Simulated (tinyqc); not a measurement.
Charge stability of a double quantum dot, constant-interaction model with a charge sensor: two steps of the calculation.

Capacitance matrix C = [[C1, -Cm], [-Cm, C2]], C1 = G1 + X1 + Cm + L1, C2 = G2 + X2 + Cm + L2. Gate charges n1 = (G1 V1 + X1 V2)/q, n2 = (X2 V1 + G2 V2)/q. The state (N1, N2) has U = (1/2) d^T E d with d = (N1 - n1, N2 - n2) and E = q^2 C^(-1). Leads at 0 V; no tunnel coupling, spin or level spacing. The sensor reads s1 <N1> + s2 <N2>.

Values chosen for this exercise:
- G1 = 16 aF (gate 1 to dot 1)
- G2 = 20 aF (gate 2 to dot 2)
- X1 = 2.6 aF (gate 2 to dot 1)
- X2 = 2.9 aF (gate 1 to dot 2)
- Cm = 17 aF (between the dots)
- L1 = 54 aF (dot 1 to leads and ground)
- L2 = 45 aF (dot 2 to leads and ground)
- V1 = 8.89 mV (voltage of gate 1)
- V2 = 11.1 mV (voltage of gate 2)

Constants: q = 1.602176634e-19 C. Results are converted to the units shown.

Problem 1. Charging energies and lever arms. E = q^2 C^(-1) holds EC1, EC2 on the diagonal and ECm off it; the lever arms are A = C^(-1) [[G1, X1], [X2, G2]] (row: dot, column: gate).

Wanted: C; E; lever arms; gate charges.

Solution 1.

C (aF):
```
      1     2
1  89.6   -17
2   -17  84.9
```

E (meV):
```
        1       2
1  1.8588  0.3722
2  0.3722  1.9617
```

lever arms (eV/V):
```
         1        2
1  0.19236  0.07662
2  0.07268  0.25091
```

gate charges: n1 1.0679, n2 1.5465

ECm is 19.5 % of the geometric mean of EC1 and EC2.

Problem 2. Triple points. The states (0,0), (1,0), (0,1) meet where E n = (EC1/2, EC2/2), and (1,1), (1,0), (0,1) where E n = (EC1/2 + ECm, EC2/2 + ECm); the gate voltages follow from n.

E (meV):
```
           1          2
1  1.8587599  0.3721899
2  0.3721899  1.9616595
```

Give: gate charges; gate voltages; distance between the points.

Solution 2.

gate charges:
```
                     n1       n2
electron point  0.41567  0.42113
hole point      0.58433  0.57887
```

gate voltages (mV):
```
                    V1      V2
electron point  3.7014  2.8369
hole point      5.2207  3.8802
```

distance between the points = 1.8430 mV

The line between the two points is the (1,0)-(0,1) transition, where an electron moves from dot to dot.

Program tinyqc, `OMP_NUM_THREADS=1 python tinyqc.py 2470118 2470119 out.jsonl`; Intel Xeon 2.30GHz, shared host, one thread, about 0.01 s.
